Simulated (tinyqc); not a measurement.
RHF in the sto-6g basis, for BeH2, spin multiplicity 1, step by step. One step of it, computed by the program tinyqc.

Task: Orthogonalisation. S = U s U^T; canonical form X = U s^(-1/2), so that X^T S X = 1. Each column of U has its largest component positive (the first on a tie).

overlap S, lower triangle:
```
           1Be 1s    1Be 2s   1Be 2px    1Be 2py   1Be 2pz     2H 1s     3H 1s
1Be 1s   1.000000
1Be 2s   0.254764  1.000000
1Be 2px  0.000000  0.000000  1.000000
1Be 2py  0.000000  0.000000  0.000000   1.000000
1Be 2pz  0.000000  0.000000  0.000000   0.000000  1.000000
2H 1s    0.039530  0.357468  0.000000   0.440058  0.010393  1.000000
3H 1s    0.039530  0.357468  0.000000  -0.440058  0.010393  0.014581  1.000000
```

Give: eigenvalues of S; X.

Result:

eigenvalues of S: 0.3703  0.4606  0.9571  1.0000  1.0010  1.5959  1.6151

X:
```
               1        2        3       4        5       6        7
1Be 1s    0.0000  -0.4068   0.9029  0.0000  -0.1357  0.2800   0.0000
1Be 2s    0.0000   1.0658  -0.0531  0.0000  -0.0155  0.5449   0.0000
1Be 2px   0.0000   0.0000   0.0000  1.0000   0.0000  0.0000   0.0000
1Be 2py   1.1551   0.0000   0.0000  0.0000   0.0000  0.0000   0.5596
1Be 2pz   0.0000   0.0254   0.1544  0.0000   0.9877  0.0124   0.0000
2H 1s    -0.8264  -0.6592  -0.3186  0.0000   0.0483  0.3544   0.3911
3H 1s     0.8264  -0.6592  -0.3186  0.0000   0.0483  0.3544  -0.3911
```
